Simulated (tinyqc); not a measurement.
# Gain factor and gap resistance from two string resistances

Inverse problem. At small bit-line voltage each of the 96 cells has the resistance 1/(K x) at overdrive x (no mobility reduction) in series with a gap resistance Rg. Find K, Rg and the share of the gaps at the higher overdrive.

resistance of a string of 96 equal cells at overdrives of 3.2 and 7.7 V (kohm): 2657.5059  1626.1843

Solution. The resistance per cell is a straight line in 1/x with slope 1/K and intercept Rg.

K = 17.00 uA/V^2
Rg = 9.300 kohm
share of the gaps = 54.90 %

Program tinyqc, `OMP_NUM_THREADS=1 python tinyqc.py 2142186 2142187 out.jsonl`; Intel Xeon 2.30GHz, shared host, one thread, about 0.3 s.
